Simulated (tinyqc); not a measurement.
Inside a calculation. Model: on-chip interconnect, size-dependent resistivity and RC delay.

Computed by the program tinyqc: `OMP_NUM_THREADS=1 python tinyqc.py 2100147 2100148 out.jsonl`, one thread of a shared Intel Xeon 2.30GHz, about 0.01 s for the whole run. Printed values are rounded.

A rectangular line between two neighbours and two ground planes. Surface and grain-boundary scattering are added to the bulk resistivity as corrections; capacitances are parallel-plate values without fringing; inductance is ignored.

Values chosen for this exercise; metal values close to those of copper:
```
symbol  value     unit                                             meaning
rho0     1.65  uohm cm                                    bulk resistivity
lam      40.4       nm                                 bulk mean free path
ps        0.1                         specular share of surface scattering
Rg       0.24                   reflection coefficient of grain boundaries
gr          1                              grain size over the metal width
wd         40       nm                                    drawn line width
AR        1.7                              aspect ratio, height over width
tl        2.8       nm  liner on both walls and the bottom, not conducting
sp         60       nm                     space to the neighbouring lines
hd         91       nm     dielectric height to the planes above and below
ek        2.2                      relative permittivity of the dielectric
Mf          1                              Miller factor of the neighbours
Lw        6.6       um                                         line length
Rd      14000      ohm                                   driver resistance
Cl        3.2       fF                                    load capacitance
dt         11       ps                                           time step
```

Constants: eps0 = 8.8541878128e-12 F/m. Results are converted to the units shown.

Range of the model: The metal width is under the mean free path, where the thick-limit surface term and the simple sum of corrections lose accuracy.

## Resistivity, resistance and capacitance per length

Metal width x = wd - 2 tl, height y = AR wd - tl; grain boundaries (Mayadas-Shatzkes): al = (lam/(gr x)) Rg/(1 - Rg), g = 1/[1 - 3 al/2 + 3 al^2 - 3 al^3 ln(1 + 1/al)] - 1; surfaces (Fuchs-Sondheimer, thick limit): s = (3/8) lam (1 - ps)(1/x + 1/y); rho = rho0 (1 + g + s); r = rho/(x y); c = eps0 ek (2 wd/hd + 2 Mf AR wd/sp).

x = 34.4 nm
y = 65.2 nm
al = 0.370869
g = 0.523784
s = 0.605492
rho = 3.51331 uohm cm
r = 15.6643 ohm/um
c = 0.0612775 fF/um

rho is 2.13 times the bulk value; surfaces add more (0.605 against 0.524). The liner takes 17.5 % of the cross-section.

## Ladder and Elmore delays

5 equal pi sections: series Rs = r Lw/5; node capacitances c Lw/5, halved at nodes 0 and 5, with Cl added to node 5; Rd feeds node 0. Elmore delay of node k: the sum, over the resistors on the path to k, of resistance times all capacitance downstream of it.

Rs = 20.6768 ohm

```
node     C (fF)  Elmore delay (ps)
0     0.0404431            50.4620
1     0.0808863            50.5357
2     0.0808863            50.6077
3     0.0808863            50.6781
4     0.0808863            50.7468
5       3.24044            50.8138
```

The far-end value equals Rd (c Lw + Cl) + r Lw (c Lw/2 + Cl) for any number of pi sections; the line resistance contributes 0.692 % of it.

## Step 1: node voltages after a time step

v at t = 0, node 0 to 5 (V): 0  0  0  0  0  0

A 1 V step is applied behind Rd at t = 0. C dv/dt = -G v + b, with G the conductance matrix of the ladder (1/Rs between neighbours, 1/Rd added at node 0) and b = (1 V/Rd, 0, ...). Trapezoidal step: (C/dt + G/2) v(new) = (C/dt - G/2) v + b.

v at t = 1 dt, node 0 to 5 (V): 0.207185  0.204569  0.202015  0.199522  0.197090  0.194718

## Step 2: node voltages after a time step

As before.

v at t = 2 dt, node 0 to 5 (V): 0.350372  0.350879  0.351369  0.351843  0.352303  0.352750

## Course in time

A 1 V step is applied behind Rd at t = 0. C dv/dt = -G v + b, with G the conductance matrix of the ladder (1/Rs between neighbours, 1/Rd added at node 0) and b = (1 V/Rd, 0, ...). Trapezoidal step: (C/dt + G/2) v(new) = (C/dt - G/2) v + b. The last column solves the same ladder exactly by its modes.

Voltages (V):
```
t (ps)  node 0  node 2  node 5  node 5, exact
11.00   0.2072  0.2020  0.1947         0.1944
22.00   0.3504  0.3514  0.3527         0.3513
33.00   0.4890  0.4846  0.4785         0.4776
44.00   0.5772  0.5789  0.5811         0.5793
55.00   0.6714  0.6676  0.6623         0.6612
66.00   0.7241  0.7261  0.7289         0.7272
77.00   0.7895  0.7860  0.7813         0.7803
88.00   0.8192  0.8215  0.8247         0.8231
99.00   0.8659  0.8627  0.8583         0.8575
110.0   0.8808  0.8833  0.8866         0.8853
121.0   0.9153  0.9123  0.9081         0.9076
132.0   0.9207  0.9232  0.9267         0.9256
```

The far end of the ladder reaches 0.5 V at 35.23 ps, 0.693 of its Elmore delay (ln 2 = 0.693 for a single pole); the slowest mode has a time constant of 50.79 ps. The largest error of the trapezoidal steps at that node is 1.8 mV.
